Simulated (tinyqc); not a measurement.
Worked calculation: CISD on RHF in the 6-31g basis, for H3+, spin multiplicity 1. One step of it, computed by the program tinyqc.

Problem. Iteration 6 (converged): orbitals. Diagonalise F' = X^T F X, C = X C', fill 1 alpha and 1 beta electrons from the bottom; D = 2 C_occ C_occ^T. Each column has its largest component positive (the first on a tie).

converged F (hartree), order 1H 1s, 1H 2s, 2H 1s, 2H 2s, 3H 1s, 3H 2s:
```
[[-0.512816, -0.836242, -0.563917, -0.640249, -0.563917, -0.640249],
 [-0.836242, -0.802236, -0.576586, -0.641955, -0.576586, -0.641955],
 [-0.563917, -0.576586, -0.288628, -0.619464, -0.157082, -0.308176],
 [-0.640249, -0.641955, -0.619464, -0.590785, -0.308176, -0.431708],
 [-0.563917, -0.576586, -0.157082, -0.308176, -0.288628, -0.619464],
 [-0.640249, -0.641955, -0.308176, -0.431708, -0.619464, -0.590785]]
```

X, order 1H 1s, 1H 2s, 2H 1s, 2H 2s, 3H 1s, 3H 2s:
```
[[-0.793313, 0.000000, 0.435363, 1.109942, 0.000000, 0.219335],
 [3.722685, 0.000000, -0.527076, 0.030474, 0.000000, 0.288612],
 [0.244379, -0.816799, 0.819590, -0.417253, 0.497556, 0.168394],
 [-2.066575, 1.159132, -0.461376, -0.234935, 0.350610, 0.237764],
 [0.244379, 0.816799, 0.819590, -0.417253, -0.497556, 0.168394],
 [-2.066575, -1.159132, -0.461376, -0.234935, -0.350610, 0.237764]]
```

Give: F' = X^T F X; orbital energies; coefficients C; D after iteration 6.

Solution.

F' = X^T F X (hartree):
```
[[0.4812, 0.0000, 0.0030, -0.4641, 0.0000, -0.0208],
 [0.0000, 0.5759, 0.0000, 0.0000, -0.2031, 0.0000],
 [0.0030, 0.0000, 0.5141, -0.1313, 0.0000, -0.1784],
 [-0.4641, 0.0000, -0.1313, 0.4393, 0.0000, -0.1399],
 [0.0000, -0.2031, 0.0000, 0.0000, -0.3215, 0.0000],
 [-0.0208, 0.0000, -0.1784, -0.1399, 0.0000, -0.9920]]
```

orbital energies (hartree): [-1.0326, -0.3653, -0.0004, 0.5293, 0.6197, 0.9463]

coefficients C, order 1H 1s, 1H 2s, 2H 1s, 2H 2s, 3H 1s, 3H 2s:
```
[[0.3633, 0.0000, 0.2770, -0.6293, 0.0000, -1.2224],
 [0.4092, 0.0000, 2.4371, 1.4515, 0.0000, 2.4508],
 [0.2290, 0.3140, -0.0477, -0.6944, -0.9034, 0.6301],
 [0.0450, 0.5873, -1.6603, -0.0275, 1.0591, -1.3549],
 [0.2290, -0.3140, -0.0477, -0.6944, 0.9034, 0.6301],
 [0.0450, -0.5873, -1.6603, -0.0275, -1.0591, -1.3549]]
```

D after iteration 6, order 1H 1s, 1H 2s, 2H 1s, 2H 2s, 3H 1s, 3H 2s:
```
[[0.2640, 0.2973, 0.1664, 0.0327, 0.1664, 0.0327],
 [0.2973, 0.3349, 0.1874, 0.0368, 0.1874, 0.0368],
 [0.1664, 0.1874, 0.1049, 0.0206, 0.1049, 0.0206],
 [0.0327, 0.0368, 0.0206, 0.0040, 0.0206, 0.0040],
 [0.1664, 0.1874, 0.1049, 0.0206, 0.1049, 0.0206],
 [0.0327, 0.0368, 0.0206, 0.0040, 0.0206, 0.0040]]
```
